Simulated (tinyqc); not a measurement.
Signal and retention of a DRAM cell: effect of temperature.

A stored one starts at Vd and leaks: Cs dV/dt = -I(V), I = a sqrt((V + Vb)/(Vd + Vb)) + b, with a = Ig exp[-(Eg1 q/kB)(1/T - 1/T0)] (generation in a depletion layer) and b = Is exp[-(Es q/kB)(1/T - 1/T0)]. The bit line is precharged to Vd/2, and charge sharing gives the signal (V - Vd/2) Cs/(Cs + Cb).

The cell fails below Vc = Vd/2 + dm (Cs + Cb)/Cs. With s = sqrt((Vc + Vb)/(Vd + Vb)), the time from Vd to Vc is t = [2 Cs (Vd + Vb)/a] [1 - s - (b/a) ln((a + b)/(a s + b))]. This time is the median of a log-normal spread: failing cells = Nc erfc(z/sqrt 2)/2, z = ln(t/tr)/sg.

Values chosen for this exercise:

| symbol | value | unit | meaning |
|---|---|---|---|
| Vd | 1.4 | V | array voltage |
| Cs | 8 | fF | cell capacitance |
| Cb | 71 | fF | bit-line capacitance |
| dm | 36 | mV | smallest signal that the sense amplifier resolves |
| Vb | 1.58 | V | built-in plus back-bias voltage of the storage junction |
| Ig | 1.7 | fA | junction leakage at V = Vd and T0 |
| Is | 0.17 | fA | voltage-independent leakage at the reference temperature0 |
| Es | 0.25 | eV | activation energy of Is |
| T0 | 358 | K | reference temperature |
| sg | 0.57 |  | deviation of ln(retention time) over the cells |
| Nc | 8.59e9 |  | cells |
| tr | 32 | ms | refresh interval |
| Eg1 | 0.6 | eV | activation energy of Ig |

Constants: q = 1.602176634e-19 C, kB = 1.380649e-23 J/K. Results are converted to the units shown.

Result of one run:

| a (fA) | b (fA) | retention time (s) | failing cells |
|---|---|---|---|
| 0.14723 | 0.061342 | 13.497 | 1.2219e-16 |

Which temperature T gave this result: 298, 318, 358, 378 or 398 K?

T = 318 K.

The whole series:

| T (K) | a (fA) | b (fA) | retention time (s) | failing cells |
|---|---|---|---|---|
| 298 | 0.033869 | 0.033254 | 41.682 | 1.1302e-26 |
| 318 | 0.14723 | 0.061342 | 13.497 | 1.2219e-16 |
| 338 | 0.53784 | 0.10524 | 4.3949 | 2.5025e-8 |
| 358 | 1.7000 | 0.17000 | 1.5148 | 0.056403 |
| 368 | 2.8839 | 0.21188 | 0.91565 | 17.198 |
| 378 | 4.7573 | 0.26101 | 0.56514 | 2026.3 |
| 398 | 12.005 | 0.38385 | 0.22907 | 2.3795e6 |

The retention time falls from 41.7 to 0.229 s, halving every 15.4 K at the hot end. Its apparent activation energy goes from 0.460 to 0.585 eV, between Es = 0.25 and Eg1 = 0.6 eV, as the share of a in the leakage grows from 50.5 to 96.9 %.

Range of the model: Real arrays also hold a tail of unusually leaky cells and cells whose retention varies in time, which this model lacks.

Computed by the program tinyqc: `OMP_NUM_THREADS=1 python tinyqc.py 2130030 2130031 out.jsonl`, one thread of a shared Intel Xeon 2.30GHz, about 0.01 s for the whole run.
